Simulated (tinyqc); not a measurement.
# Capacitances against the distance to each plane

Endless row of lines of width wl, height tl and space sl between grounded planes at distance hd; e2 fills the gaps beside the lines, e1 the rest. Laplace's equation is solved on meshes of 3, 6 and 12 steps per unit u and extrapolated (Aitken), which is good to about 0.2 %. C_even (all lines at 1 V) is the capacitance Cg to the planes; C_odd (neighbours in antiphase) = Cg + 4 Cc if only nearest neighbours couple, which defines Cc; total with quiet neighbours Cg + 2 Cc. Plate values 2 eps0 e1 wl/hd and eps0 e2 tl/sl.

Values chosen for this exercise: relative permittivity above and below the lines e1 = 3.9; relative permittivity between the lines e2 = 2.4; line width, in units u wl = 4 u; line height tl = 10 u; space between lines sl = 4 u.

Constants: eps0 = 8.8541878128e-12 F/m. Results are converted to the units shown.

The same in every row: plate Cc (aF/um) = 53.1.

Capacitances against the distance to each plane:
columns A: hd (u); B: Cg (aF/um); C: Cc (aF/um); D: Cg + 2 Cc (aF/um); E: C_odd (aF/um); F: plate Cg (aF/um); G: share of coupling, 2 Cc/(Cg + 2 Cc) (%)
```
A      B     C    D    E     F     G
2    228  49.3  327  425   138  30.2
3    161  55.7  272  384  92.1  40.9
4    125  60.9  246  368  69.1  49.4
5    102  64.9  231  361  55.3  56.1
6   85.8  68.1  222  358  46.0  61.4
8   65.5  72.8  211  356  34.5  69.0
10  52.9  75.8  205  356  27.6  74.1
```

As hd goes from 2 to 10, Cg falls from 228 to 52.9 aF/um, Cc rises from 49.3 to 75.8 aF/um and the share of coupling rises from 30.2 to 74.1 %. Cg is 1.65 times its plate value in the first row and 1.92 times in the last; for Cc the ratios are 0.928 and 1.43. Neighbours in antiphase raise the load by a factor of 1.30 and 1.74 over quiet ones. For hd = 8, 10 the planes are farther than 0.8 of the pitch, so second neighbours couple too and Cg + 2 Cc understates the quiet load by a per cent or more.

Numbers from tinyqc (`OMP_NUM_THREADS=1 python tinyqc.py 2790209 2790210 out.jsonl`; about 0.5 s on one thread of a shared Intel Xeon 2.30GHz).
